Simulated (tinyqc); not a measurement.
Changing the confinement constant beta: Raman line shape of confined optical phonons and breathing modes of small crystals. Computed by tinyqc, a small Python program. Command: `OMP_NUM_THREADS=1 python tinyqc.py 3028755 3028756 out.jsonl confine sweep`. One thread of a shared host (Intel(R) Xeon(R) Processor @ 2.30GHz), about 0.03 s of CPU time with the checks.

Confinement in 1 direction(s) lets phonons with q away from zero scatter light. q is in units of 2 pi/a, from 0 to 1, and the branch is isotropic: omega(q)^2 = (omega_0^2 + omega_X^2)/2 + ((omega_0^2 - omega_X^2)/2) cos(pi q). The model and its constant beta are phenomenological; beta = 8 is the common choice.

Inputs (values chosen for the exercise, modelled on germanium):
```
quantity                                value      unit
bulk frequency omega_0                  300.8      1/cm
frequency at the zone boundary omega_X    232      1/cm
natural width Gamma_0                     2.9      1/cm
lattice constant a                      5.658  angstrom
size L                                     13        nm
```

Shape: film.

Method:
- Weight W(q) = q^0 exp(-(2 L q/a)^2/(2 beta)) dq, that is exp(-k^2 L^2/(2 beta pi^2)) for k = 2 pi q/a.
- Width q_c = a sqrt(2 beta)/(2 L), where the exponential falls to 1/e; curvature of the branch: omega(q) = omega_0 - c q^2, c = pi^2 (omega_0^2 - omega_X^2)/(8 omega_0); for small q_c the mean of q^2 is (number of confined directions) q_c^2/2, and the mean shift is -c times that.
- I(omega) = int W(q) / [(omega - omega(q))^2 + (Gamma_0/2)^2] dq / int W dq x (Gamma_0/2)^2, by 400 Gauss-Legendre points on 0 < q < min(1, 2.5 a sqrt(2 beta)/L).
- The peak is the maximum of I; the width is taken between the half-maximum points, and the asymmetry is the low-side half-width over the high-side one.

One run for each value:
```
confinement constant beta  peak shift (1/cm)  full width (1/cm)  asymmetry  q_c (2 pi/a)
1.0                                -0.068831             2.9199     1.0031        0.0308
1.5                                -0.099943             2.9423     1.0088        0.0377
2.0                                -0.128470             2.9705     1.0172        0.0435
3.0                                -0.178500             3.0373     1.0401        0.0533
4.0                                -0.220790             3.1110     1.0674        0.0616
6.0                                -0.288560             3.2623     1.1267        0.0754
8.0                                -0.340900             3.4091     1.1863        0.0870
12.0                               -0.417640             3.6792     1.2987        0.1066
```

Describe and explain the trends.

Over the rows, peak shift (1/cm) falls from -0.0688 to -0.418 (exponent d ln y / d ln x 0.92 between the first rows and 0.50 between the last); full width (1/cm) rises from 2.92 to 3.68 (exponent d ln y / d ln x 0.019 between the first rows and 0.19 between the last); asymmetry rises from 1.00 to 1.30 (exponent d ln y / d ln x 0.014 between the first rows and 0.22 between the last). Only L^2/beta enters, so a size read from a line shape is uncertain by the square root of the uncertainty in beta.

Extremes, crossings and ranges named in words are read from the listed rows.
